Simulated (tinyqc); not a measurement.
BHZ model on a square lattice (one spin block): one step. Signs of dz at the four invariant points. Four cases, with inputs chosen for the exercise.

Problem. dz = M, M - 4B/a^2 (twice), M - 8B/a^2 at (0,0), (pi,0), (0,pi), (pi,pi). The product of the signs is (-1)^nu. C = (s00 - s0p - sp0 + spp)/2 is the Chern number of the lower band of this block, in the sense Omega = curl of i<u|grad u>.

h(k) = e0 + d.s with s the Pauli matrices in the basis (E, H), k in units of 1/a: dx = (A/a) sin kx, dy = (A/a) sin ky, dz = M - (2B/a^2)(2 - cos kx - cos ky), e0 = -(2D/a^2)(2 - cos kx - cos ky). The other spin block is h*(-k). For small k this is the continuum model with dz = M - B k^2.

Case 1.

Values chosen (of the size used for HgTe wells; the results hold for these values, not for the real material):
- A = 3.81 eV angstrom
- B = -62.6 eV angstrom^2
- D = -47.2 eV angstrom^2
- M = 0.0223 eV (mass term)
- a = 20 angstrom (grid spacing)

Case 2.

Values chosen (of the size used for HgTe wells; the results hold for these values, not for the real material):
- A = 3.85 eV angstrom
- B = -69.6 eV angstrom^2
- D = -53.2 eV angstrom^2
- M = -0.0082 eV (mass term)
- a = 50 angstrom (grid spacing)

Case 3.

Values chosen (of the size used for thin Bi2Se3 films; the results hold for these values, not for the real material):
- A = 2.52 eV angstrom
- B = -19.5 eV angstrom^2
- D = -5.5 eV angstrom^2
- M = -0.0668 eV (mass term)
- a = 8 angstrom (grid spacing)

Case 4.

Values chosen (of the size used for thin Bi2Se3 films; the results hold for these values, not for the real material):
- A = 2.31 eV angstrom
- B = -18.9 eV angstrom^2
- D = -5.5 eV angstrom^2
- M = -0.112 eV (mass term)
- a = 15 angstrom (grid spacing)

Give: dz; nu (Z2 index); C.

Solution.

Case 1.

dz (meV): (0,0) 22.30, (pi,0) 648.30, (0,pi) 648.30, (pi,pi) 1274.30

nu (Z2 index) = 0
C = 0

M/B < 0: no inversion, a trivial insulator.

Case 2.

dz (meV): (0,0) -8.20, (pi,0) 103.16, (0,pi) 103.16, (pi,pi) 214.52

nu (Z2 index) = 1
C = -1

M/B > 0: the bands are inverted at Gamma alone, a quantum spin Hall insulator.

Case 3.

dz (meV): (0,0) -66.80, (pi,0) 1151.95, (0,pi) 1151.95, (pi,pi) 2370.70

nu (Z2 index) = 1
C = -1

M/B > 0: the bands are inverted at Gamma alone, a quantum spin Hall insulator.

Case 4.

dz (meV): (0,0) -112.00, (pi,0) 224.00, (0,pi) 224.00, (pi,pi) 560.00

nu (Z2 index) = 1
C = -1

M/B > 0: the bands are inverted at Gamma alone, a quantum spin Hall insulator.

Computed by tinyqc, one run a case: `OMP_NUM_THREADS=1 python tinyqc.py N N+1 out.jsonl` with N = 1450076, 1450146, 1450285, 1450309; one thread of a shared Intel(R) Xeon(R) Processor @ 2.30GHz, about 0.1 s a run at most.
